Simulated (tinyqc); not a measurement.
Gas flow in a process chamber: flow regimes, conductance, effective pumping speed, pump-down, outgassing and purge. Changing the process gas flow. Computed by tinyqc, a small Python program. Command: `OMP_NUM_THREADS=1 python tinyqc.py 3120912 3120913 out.jsonl pump sweep`. One thread of a shared host (Intel(R) Xeon(R) Processor @ 2.30GHz), about 0.01 s of CPU time with the checks.

Ideal gas, isothermal flow, a pump of constant speed at the end of a round pipe; process gas, volume gas and outgassing are given the same properties. 1 sccm = 101325 Pa x 1e-6 m^3/60 s x T/273.15 K.

Inputs (values chosen for the exercise, modelled on water vapour near room temperature):
```
quantity            value           unit
molar mass M        18.02          g/mol
molecular diameter   0.46             nm
viscosity eta         9.9  micropascal s
temperature T         300              K
chamber volume V       25              L
pipe diameter d         4             cm
pipe length l         310             cm
pump speed S          130            L/s
```

Constants: k_B = 1.380649e-23 J/K; u = 1.6605390666e-27 kg.

Method:
- Mean speed c = sqrt(8 k_B T/(pi m)); aperture conductance C_a = c pi d^2/16; molecular pipe C_m = C_a/(1 + 3 l/(4 d)) (Dushman form); viscous pipe C_v = pi d^4 p_mean/(128 eta l); Knudsen interpolation C = C_v + C_m (1 + x)/(1 + 1.24 x), x = d p_mean sqrt(m/(k_B T))/eta.
- Effective speed 1/S_eff = 1/S + 1/C_m; time constant V/S_eff; pressure at which the free path k_B T/(sqrt2 pi d_m^2 p) equals d.
- Steady flow: the pump inlet is at p_2 = Q/S, and the chamber pressure p_1 solves Q = C((p_1 + p_2)/2) (p_1 - p_2). Residence time = p_1 V/Q.
- Knudsen number = free path at the mean pressure over d.

One run for each value:
```
process gas flow (sccm)  chamber pressure p_1 (Pa)  conductance C (L/s)  Knudsen number  residence time (s)
0.1                                      6.251e-02                  3.0       3.445e+00               8.426
0.3                                      1.893e-01                  3.0       1.138e+00               8.505
1                                        5.806e-01                  3.3       3.703e-01               7.826
3                                        1.405e+00                  4.1       1.521e-01               6.315
10                                       3.225e+00                  6.0       6.541e-02               4.347
30                                       6.312e+00                  9.5       3.268e-02               2.836
100                                      1.248e+01                 16.8       1.584e-02               1.682
300                                      2.272e+01                 30.2       8.160e-03               1.021
1000                                     4.406e+01                 62.3       3.777e-03               0.594
3000                                     8.464e+01                133.0       1.729e-03               0.380
10000                                    1.958e+02                349.0       6.508e-04               0.264
```

Describe and explain the trends.

Over the rows, chamber pressure p_1 (Pa) rises from 0.0625 to 196 (exponent d ln y / d ln x 1.0 between the first rows and 0.70 between the last); conductance C (L/s) goes from 3.04 through a minimum among these rows, 3.01 at 0.300, to 349; Knudsen number falls from 3.45 to 6.51e-4 (exponent d ln y / d ln x -1.0 between the first rows and -0.81 between the last). At the low end the exponent of chamber pressure p_1 is 1.01, close to 1: constant speed and conductance.

Extremes, crossings and ranges named in words are read from the listed rows.
